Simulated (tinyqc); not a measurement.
Sheet resistance and Hall data of a diffused or implanted layer. From one set of inputs to another, one input at a time. Computed by tinyqc, a small Python program. Command: `OMP_NUM_THREADS=1 python tinyqc.py 3019869 3019870 out.jsonl layer ladder`. One thread of a shared host (Intel(R) Xeon(R) Processor @ 2.30GHz), about 0.01 s of CPU time with the checks.

Carriers are taken equal to the net active doping down to the junction (full ionisation, which deep dopants in wide-gap hosts do not reach; no spill-over, no depletion), and the Hall factor is 1.

The inputs printed are set A. Set A is modelled on aluminium in 4H-SiC; the values taken over come from a set modelled on silicon in GaN. Inputs not listed in the table keep their values of set A, so the rows need not describe a real material.

Inputs (values chosen for the exercise, modelled on aluminium in 4H-SiC):
```
quantity                                 value        unit
mu_min                                    15.8  cm^2/(V s)
mu_max                                     127  cm^2/(V s)
N_ref                                  1.9e+19      1/cm^3
exponent alpha                            0.34           -
peak concentration N_0                   7e+17      1/cm^3
length scale l                              93          nm
background doping N_B (opposite type)    1e+15      1/cm^3
```

Profile: box. Activation: complete.

Constants: e = 1.602176634e-19 C.

Method:
- N(x) = N_0 down to x_j = l, dose N_0 l.
- Mobility mu = mu_min + (mu_max - mu_min)/(1 + (N_t/N_ref)^alpha), N_t = active doping + N_B; carriers n = active doping - N_B, all dopants active.
- Integrals from x_0 (0 unless stated) to x_j by the midpoint rule on 400 even intervals: 1/R_s = e int n mu dx; sheet density n_s = int n dx; Hall sheet density (int n mu dx)^2/int n mu^2 dx; Hall mobility int n mu^2 dx/int n mu dx.
- Mean conductivity 1/(R_s x_j); mean mobility 1/(e n_s R_s).

Each row keeps all changes above it:
```
input moved                                        from       to  sheet resistance R_s (ohm)  Hall mobility (cm^2/(V s))  junction depth x_j (nm)
set A                                                 -        -                        9632                       99.68                       93
N_ref (1/cm^3)                                  1.9e+19    2e+17                       16077                       59.72                       93
length scale l (nm)                                  93      150                        9968                       59.72                      150
background doping N_B (opposite type) (1/cm^3)    1e+15  1.5e+14                        9954                       59.73                      150
mu_max (cm^2/(V s))                                 127     1010                        1455                      408.59                      150
mu_min (cm^2/(V s))                                15.8     54.1                        1377                      431.76                      150
peak concentration N_0 (1/cm^3)                   7e+17  5.4e+18                         266                      289.16                      150
```

Sheet resistance R_s goes from 9630 to 266, a factor 0.0277 in all. The largest single move comes from mu_max (a factor 0.146), and N_ref works against it (a factor 1.67). Hall mobility goes from 99.7 to 289, a factor 2.90 in all. The largest single move comes from mu_max (a factor 6.84), and N_ref works against it (a factor 0.599). Junction depth x_j goes from 93.0 to 150, a factor 1.61 in all. The largest single move comes from length scale l (a factor 1.61). The single moves hold for this order of the switches; the total does not depend on the order.

Caution (rows set A, N_ref): the layer is not thick against surface and junction depletion widths, which remove carriers that this model counts.

Extremes, crossings and ranges named in words are read from the listed rows.
